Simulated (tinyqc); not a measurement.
On-chip interconnect, size-dependent resistivity and RC delay: two steps of the calculation.

A rectangular line between two neighbours and two ground planes. Surface and grain-boundary scattering are added to the bulk resistivity as corrections; capacitances are parallel-plate values without fringing; inductance is ignored.

Inputs (values chosen for the exercise); metal values close to those of copper:

| symbol | value | unit | meaning |
|---|---|---|---|
| rho0 | 1.71 | uohm cm | bulk resistivity |
| lam | 41.1 | nm | bulk mean free path |
| ps | 0.2 |  | specular share of surface scattering |
| Rg | 0.48 |  | reflection coefficient of grain boundaries |
| gr | 1.5 |  | grain size over the metal width |
| wd | 11 | nm | drawn line width |
| AR | 2.1 |  | aspect ratio, height over width |
| tl | 2.2 | nm | liner on both walls and the bottom, not conducting |
| sp | 22 | nm | space to the neighbouring lines |
| hd | 26 | nm | dielectric height to the planes above and below |
| ek | 4.2 |  | relative permittivity of the dielectric |
| Mf | 2 |  | Miller factor of the neighbours |
| Rd | 5900 | ohm | driver resistance |
| dt | 460 | ps | time step |

Constants: eps0 = 8.8541878128e-12 F/m. Results are converted to the units shown.

Problem 1. Resistivity, resistance and capacitance per length. Metal width x = wd - 2 tl, height y = AR wd - tl; grain boundaries (Mayadas-Shatzkes): al = (lam/(gr x)) Rg/(1 - Rg), g = 1/[1 - 3 al/2 + 3 al^2 - 3 al^3 ln(1 + 1/al)] - 1; surfaces (Fuchs-Sondheimer, thick limit): s = (3/8) lam (1 - ps)(1/x + 1/y); rho = rho0 (1 + g + s); r = rho/(x y); c = eps0 ek (2 wd/hd + 2 Mf AR wd/sp).

Find: x; y; al; g; s; rho; r; c.

Solution 1.

x = 6.600 nm
y = 20.90 nm
al = 3.832
g = 5.168
s = 2.458
rho = 14.75 uohm cm
r = 1069 ohm/um
c = 0.1877 fF/um

Problem 2. Node voltages after a time step. A 1 V step is applied behind Rd at t = 0. C dv/dt = -G v + b, with G the conductance matrix of the ladder (1/Rs between neighbours, 1/Rd added at node 0) and b = (1 V/Rd, 0, ...). Trapezoidal step: (C/dt + G/2) v(new) = (C/dt - G/2) v + b.

Rs = 29408.078 ohm
C, node 0 to 4 (fF): [2.5802465, 5.1604931, 5.1604931, 5.1604931, 2.6342465]
v at t = 1 dt, node 0 to 4 (V): [1.7017210, 0.7763937, 0.3633518, 0.1900592, 0.1421729]

Wanted: v at t = 2 dt.

Solution 2.

v at t = 2 dt, node 0 to 4 (V): [0.29509, 0.74048, 0.64989, 0.50860, 0.45210]

Range of the model: The metal width is under the mean free path, where the thick-limit surface term and the simple sum of corrections lose accuracy.

Program tinyqc, `OMP_NUM_THREADS=1 python tinyqc.py 2100145 2100146 out.jsonl`; Intel Xeon 2.30GHz, shared host, one thread, about 0.01 s.
